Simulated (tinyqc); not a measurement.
# Two-valley model of the transferred-electron effect, step by step

A worked calculation. Computed by tinyqc, a small Python program that keeps every step. Command: `OMP_NUM_THREADS=1 python tinyqc.py 3030149 3030150 out.jsonl gunn walk`. One thread of a shared host (Intel(R) Xeon(R) Processor @ 2.30GHz), about 0.01 s of CPU time with the checks. Intermediate numbers are printed to about 6 digits and carried at full precision; extremes and crossings named in words are read from the listed rows.

Both kinds of valley share one electron temperature T_e, and each has a constant mobility.

Inputs (values chosen for the exercise, for a model semiconductor):
```
quantity                       value        unit
central-valley mass m1          0.17         m_0
satellite-valley mass m2         0.3         m_0
satellite valleys Z                3           -
valley separation dE            0.72          eV
central-valley mobility mu1     1100  cm^2/(V s)
satellite-valley mobility mu2     72  cm^2/(V s)
energy relaxation time tau_E     0.3          ps
lattice temperature T            200           K
electric field F                  19       kV/cm
mixing                          0.05           -
iteration cap                    600           -
```

Solver: damped fixed point.

Constants: k_B = 8.617333262e-05 eV/K.

## Equilibrium

Density-of-states ratio R = Z (m2/m1)^(3/2); n2/n1 = R exp(-dE/(k_B T_e)); mean mobility mu = (mu1 + mu2 n2/n1)/(1 + n2/n1); energy balance e mu F^2 = (3/2) k_B (T_e - T)/tau_E; v = mu F.

R = 7.03282

n2/n1 without field = 5.05741e-18

low-field mobility = 1100 cm^2/(V s)

dE is 41.8 k_B T, so the satellites are empty without field.

## First two iterations

Fixed point from T_e = T: T_out = T + (2/3) e mu(T_e) F^2 tau_E/k_B, T_new = T_e + mixing (T_out - T_e); stop when |T_out - T_e| is below 1e-6 K.

T_out of iteration 1 = 1121.63 K

T_e after iteration 1 = 246.082 K

mu at that T_e = 1100 cm^2/(V s)

T_e after iteration 2 = 289.859 K

## Electron temperature

The formulas are those given above.

Course of the iteration:
```
iteration  T_e (K)  mu (cm^2/(V s))  |T_out - T_e| (K)
1           200.00          1100.00        9.21631e+02
2           246.08          1100.00        8.75549e+02
3           289.86          1100.00        8.31772e+02
4           331.45          1100.00        7.90183e+02
5           370.96          1100.00        7.50674e+02
6           408.49          1100.00        7.13140e+02
7           444.15          1100.00        6.77483e+02
...            ...              ...                ...
390        1118.20          1095.90        1.31374e-06
391        1118.20          1095.90        1.24656e-06
392        1118.20          1095.90        1.18280e-06
393        1118.20          1095.90        1.12231e-06
394        1118.20          1095.90        1.06492e-06
395        1118.20          1095.90        1.01045e-06
396        1118.20          1095.90        9.58778e-07
```

electron temperature T_e = 1118.20 K

Converged in 396 iterations.

## Velocity

The formulas are those given above.

share in the satellites = 0.398402 %

mean mobility = 1095.90 cm^2/(V s)

drift velocity = 2.08222 1e7 cm/s

## Velocity against field

The formulas are those given above.

The curve:
```
F (kV/cm)  T_e (K)  share in the satellites (%)  v (1e7 cm/s)  low-field line (1e7 cm/s)
1.9          209.2                  3.18541e-15       0.20900                      0.209
4.8          258.8                  6.71808e-12       0.52800                      0.528
9.5          430.4                  2.60870e-06       1.04500                      1.045
13.0         631.5                  1.26070e-03       1.42998                      1.430
19.0        1118.2                  3.98402e-01       2.08222                      2.090
27.0        1917.4                  8.26394e+00       2.74063                      2.970
38.0        2907.2                  2.84262e+01       3.06956                      4.180
57.0        4465.1                  5.19828e+01       3.22402                      6.270
95.0        7939.8                  7.10593e+01       3.51035                     10.450
190.0      21226.4                  8.25917e+01       4.76819                     20.900
```

v rises in every row; the share in the slow valleys goes from 3.2e-15 to 83 %, too gradually against the field for a falling branch among these rows. With constant mobilities n2/n1 tends to R and v ends on the line (mu1 + R mu2) F/(1 + R), a mobility of 200; real satellites saturate instead. Rows with T_e above 3000 K lie outside the range of a Maxwellian in parabolic valleys.

Checks made by the program: field recovered from T_e by the energy balance (relative difference 5e-10).
